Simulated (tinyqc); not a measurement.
Two channel transmissions from conductance and noise.

Problem. A contact has two spin-degenerate channels: G = (2 q^2/h)(T1 + T2), Fano factor F = [T1 (1 - T1) + T2 (1 - T2)]/(T1 + T2), T1 > T2. Find T1 and T2.

G in units of 2 q^2/h = 0.99
Fano factor = 0.48272727

Solution. With g = T1 + T2, T1^2 + T2^2 = g (1 - F), so (T1 - T2)^2 = 2 g (1 - F) - g^2.

T1 = 0.6000
T2 = 0.3900

Computed by the program tinyqc: `OMP_NUM_THREADS=1 python tinyqc.py 2740016 2740017 out.jsonl`, one thread of a shared Intel Xeon 2.30GHz, about 0.04 s for the whole run.
